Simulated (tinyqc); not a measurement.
Worked calculation: concentration-dependent dopant diffusion with charged defects and the built-in field. Computed by tinyqc, a small Python program that keeps every step. Command: `OMP_NUM_THREADS=1 python tinyqc.py 3020381 3020382 out.jsonl extrinsic walk`. One thread of a shared host (Intel(R) Xeon(R) Processor @ 2.30GHz), about 0.09 s of CPU time with the checks. Intermediate numbers are printed to about 7 digits and carried at full precision; extremes and crossings named in words are read from the listed rows.

A constant source C_s feeds a half space. The dopant moves through neutral point defects and through charged ones, whose number grows with the majority carrier density n.

Inputs (values chosen for the exercise, modelled on boron in silicon): neutral prefactor D0x = 0.0498 cm^2/s; neutral activation energy E0 = 3.51 eV; singly charged prefactor D01 = 0.978 cm^2/s; activation energy E1 = 3.5 eV; surface concentration C_s = 1e+19 1/cm^3; junction level C_B = 8.3e+15 1/cm^3; temperature T = 875 C; time t = 45 s.

Field enhancement: on.

Constants: k_B = 8.617333262e-05 eV/K.

## Intrinsic density and partial diffusivities

n_i = 3.87e16 T^1.5 exp(-7014/T) per cm^3 (T in kelvin, an empirical form); each D = prefactor x exp(-E/(k_B T)); the intrinsic diffusivity D_i is their sum. Temperatures in kelvin are T(C) + 273.15.

n_i = 3.346742e+18 1/cm^3

partial diffusivities (cm^2/s): Dx 1.950584e-17, D1 4.238077e-16

intrinsic diffusivity D_i = 4.433135e-16 cm^2/s

## Diffusivity at the surface

n = C/2 + sqrt(C^2/4 + n_i^2); D(C) = h [Dx + D1 (n/n_i)], h = 1 + C/sqrt(C^2 + 4 n_i^2).

n/n_i = 3.291769

field factor h = 1.831020

surface diffusivity D_s = 2.590130e-15 cm^2/s

enhancement D_s/D_i = 5.842659

C_s is 2.99 times n_i: diffusion is extrinsic near the surface.

## Similarity solution

With y = x/sqrt(D_s t), u = C/C_s and q = -(D/D_s) du/dy: du/dy = -q D_s/D, dq/dy = -(y/2) q D_s/D, u(0) = 1. The surface flux q(0) is shot so that u tends to 0 (LSODA, an adaptive multistep solver, relative tolerance 1e-10). Dose Q = 2 q(0) C_s sqrt(D_s t). The junction lies where C = C_B.

surface flux q(0) = 0.4568942

dose Q = 3.119699e+12 1/cm^2

junction in units of sqrt(D_s t) = 2.405983

junction depth x_j = 8.214091 nm

For a constant D, q(0) = 1/sqrt(pi) = 0.5642; for D proportional to C it tends to 0.444, with the front at y = 1.616.

## Where the concentration falls to given levels

For comparison, erfc profiles with a constant D: x = 2 sqrt(D t) erfc^-1(C/C_s), with D = D_i and D = D_s.

Depth (nm):
```
C/C_s         D/D_s      full  erfc with D_i  erfc with D_s
8.00e-01  0.8094040  1.371742       0.506049        1.22320
5.00e-01  0.5338735  3.113008       1.347262        3.25655
2.00e-01  0.2922371  4.753400       2.559840        6.18754
1.00e-01  0.2265863  5.454332       3.285519        7.94162
3.00e-02  0.1866519  6.326134       4.334655       10.47755
1.00e-02  0.1762113  6.969457       5.145100       12.43653
1.00e-03  0.1716557  8.127554       6.572675       15.88720
1.00e-04  0.1712050  9.142935       7.771278       18.78442
```

The depth between C/C_s = 0.1 and 1e-4 spans 3.69 nm in the full profile, against 4.49 nm for D_i and 10.8 nm for D_s; the ratio of the depths at 1e-4 and at 0.5 is 2.94, against 5.77 for any erfc. The profile is box-like: fast diffusion in the heavily doped part feeds a front that moves slowly where D drops to D_i.

Checks made by the program: dose from the flux against the area under the profile (relative difference 6e-08).
